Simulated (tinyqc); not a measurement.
# Gate voltage for a given inversion charge

Inverse problem. p-type body, charge-sheet picture, depletion and inversion only, full ionisation (an idealisation for deep acceptors), Boltzmann statistics (rough once Na exp(x - xn) passes about Nc/7). In units of Vt: xg = (Vg - Vfb)/Vt, x = psi/Vt, G = gamma/sqrt(Vt), xn = (2 phiF + Vc)/Vt. The implicit equation is (xg - x)^2 = G^2 [x - 1 + exp(x - xn)] for x above about 3. Cox = eps0 eox/tox. ni = sqrt(Nc Nv) exp(-Eg/(2 Vt)), Eg in volts; phiF = Vt ln(Na/ni); gamma = sqrt(2 q eps0 eps_r Na)/Cox. N_inv = (Cox Vt G/q) [sqrt(x - 1 + exp(x - xn)) - sqrt(x - 1)]. Find x - xn, psi and Vg.

Parameters, values chosen for the exercise; band and dielectric values close to those of silicon: temperature T = 250 K; band gap Eg = 1.13 eV; relative permittivity eps_r = 11.8; conduction-band density of states at T Nc = 2.14e19 cm^-3; valence-band density of states at T Nv = 1.98e19 cm^-3; relative permittivity of the gate insulator (close to silicon dioxide) eox = 3.9; insulator thickness tox = 4.4 nm; acceptor density Na = 6.7e16 cm^-3; flat-band voltage Vfb = -0.42 V; channel-body voltage Vc = 0.5 V.

Constants: q = 1.602176634e-19 C, kB = 1.380649e-23 J/K, Vt = kB T/q, eps0 = 8.8541878128e-14 F/cm where lengths are in cm. Results are converted to the units shown.

N_inv = 1e11 cm^-2

Answer. N_inv rises steadily with x, so it fixes x; the implicit equation then gives xg directly.

x - xn = 2.514
psi = 1.437 V
Vg = 1.265 V

Program tinyqc, `OMP_NUM_THREADS=1 python tinyqc.py 2122086 2122087 out.jsonl`; Intel Xeon 2.30GHz, shared host, one thread, about 0.01 s.
